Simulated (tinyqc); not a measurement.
Shockley state of an s-p chain by decimation, step by step. Values are carried at full precision from step to step, so a last printed digit may differ when a step is redone from the rounded ones.

Each site has s at -d/2 and p at +d/2: H0 = diag(-d/2, d/2). The block to the next site on the right is H1 = [[-ts, u], [-u, tp]] (rows s, p of site n; columns s, p of site n + 1). Bulk: H(k) = [[-d/2 - 2 ts cos k, 2i u sin k], [-2i u sin k, d/2 + 2 tp cos k]]. The bands are inverted at k = pi if d < 2 (ts + tp).

Values chosen for the exercise: d = 5.82 eV (Ep - Es); ts = 0.78 eV (s-s hopping); tp = 1.27 eV (p-p hopping); u = 1.1 eV (s-p hopping); E = -0.1 eV (energy); eta = 0.01 eV (broadening).

## Bulk bands

Levels and s weight of the lower band at k = j pi/6.

Bands:
```
k/pi   lower (eV)  upper (eV)  s weight, lower
0.000     -4.4700      5.4500            1.000
0.167     -4.3884      5.2371            0.987
0.333     -4.1270      4.6170            0.950
0.500     -3.6480      3.6480            0.899
0.667     -2.9252      2.4352            0.852
0.833     -2.0047      1.1560            0.859
1.000     -1.3500      0.3700            1.000
```

The lower band is s-like at k = 0 and s-like at pi: no inversion, an ordinary gap.

## First round of decimation

Decimation (Sancho-Rubio) at z = E + i eta: start with es = e = H0, A = H1, B = H1^T. Each round forms g = (z - e)^-1 and sets es += A g B, e += A g B + B g A, A = A g A, B = B g B, doubling the length covered. Stop when all |A| < 1e-10. Surface G = (z - es)^-1, bulk G = (z - e)^-1; densities -Im tr G/pi.

Carry out one round.

g (1/eV):
```
                s                p
s  0.3559-0.0013i           0.0000
p          0.0000  -0.3322-0.0011i
```

es (eV):
```
                 s                p
s  -3.0955-0.0021i  -0.1588-0.0026i
p  -0.1588-0.0026i   2.8048-0.0033i
```

e (eV):
```
                 s               p
s  -3.2810-0.0042i          0.0000
p           0.0000  2.6995-0.0066i
```

A (eV):
```
                s                p
s  0.6185+0.0006i  -0.7694-0.0005i
p  0.7694+0.0005i  -0.9664-0.0002i
```

## Course of the decimation

All rounds.

Rounds:
```
round  sites covered  largest |A| (eV)  surface density (1/eV)
1                  2             0.966                 0.00093
2                  4             0.520                 0.00112
3                  8             0.159                 0.00123
4                 16            0.0153                 0.00125
5                 32          0.000142                 0.00125
6                 64          1.21e-08                 0.00125
7                128          8.92e-17                 0.00125
```

surface G (1/eV):
```
                s                p
s  0.3159-0.0017i   0.0381+0.0008i
p  0.0381+0.0008i  -0.3665-0.0022i
```

densities (1/eV): surface 0.00125, bulk 0.00199

Converged in 7 rounds. E lies inside the bulk gap (-1.350 to 0.370 eV); once |A| is small it falls roughly as its square in each round, up to a factor.

## Checks

- Surface G against the Dyson relation G = (z - H0 - H1 G H1^T)^-1: they agree to 1e-10 or better.

tinyqc: `OMP_NUM_THREADS=1 python tinyqc.py 1450713 1450714 out.jsonl`; about 0.2 s, one thread, shared Intel(R) Xeon(R) Processor @ 2.30GHz.
